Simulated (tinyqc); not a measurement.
Stripping the layer step by step: sheet resistance and Hall data of a diffused or implanted layer. Computed by tinyqc, a small Python program. Command: `OMP_NUM_THREADS=1 python tinyqc.py 3030934 3030935 out.jsonl layer walk`. One thread of a shared host (Intel(R) Xeon(R) Processor @ 2.30GHz), about 0.01 s of CPU time with the checks.

Carriers are taken equal to the net active doping down to the junction (full ionisation, which deep dopants in wide-gap hosts do not reach; no spill-over, no depletion), and the Hall factor is 1.

Inputs (values chosen for the exercise, modelled on phosphorus in silicon): mu_min = 68.2 cm^2/(V s); mu_max = 1380 cm^2/(V s); N_ref = 9.2e+16 1/cm^3; exponent alpha = 0.71; peak concentration N_0 = 5.1e+20 1/cm^3; length scale l = 520 nm; background doping N_B (opposite type) = 1.6e+16 1/cm^3; solubility limit N_s = 3.4e+20 1/cm^3.

Profile: Gaussian at the surface. Activation: limited by solubility.

Constants: e = 1.602176634e-19 C.

Method:
- N(x) = N_0 exp(-x^2/l^2), dose N_0 l sqrt(pi)/2, junction x_j = l sqrt(ln(N_0/N_B)).
- Mobility mu = mu_min + (mu_max - mu_min)/(1 + (N_t/N_ref)^alpha), N_t = active doping + N_B; carriers n = active doping - N_B, active doping min(N, N_s).
- Integrals from x_0 (0 unless stated) to x_j by the midpoint rule on 400 even intervals: 1/R_s = e int n mu dx; sheet density n_s = int n dx; Hall sheet density (int n mu dx)^2/int n mu^2 dx; Hall mobility int n mu^2 dx/int n mu dx.
- After removing a depth d the integrals start at d. Differences between neighbouring rows give the local conductivity -d(1/R_s)/dx at the middle of the slice (the last slice uses one more step, not listed).

junction depth x_j = 1674.50 nm

Differential sheet resistance:
```
removed d (nm)  R_s (ohm)  slice conductivity (S/cm)  sigma at mid-slice (S/cm)
0                    4.24                     3923.7                     3923.7
170                  5.90                     3921.6                     3923.7
340                  9.73                     3058.5                     3050.5
510                 19.70                     1686.1                     1664.8
680                 45.26                      783.1                      764.2
850                113.88                      320.6                      309.7
1020               300.27                      125.4                      120.8
1190               834.49                       49.9                       48.4
```

What does the comparison show, and why?

R_s doubles after removing between 170 and 340 nm of a layer 1670 nm deep, so half the current flows above that depth. Where sigma exceeds a tenth of its largest listed value, the slice values agree with it within 3 %.

Extremes, crossings and ranges named in words are read from the listed rows.
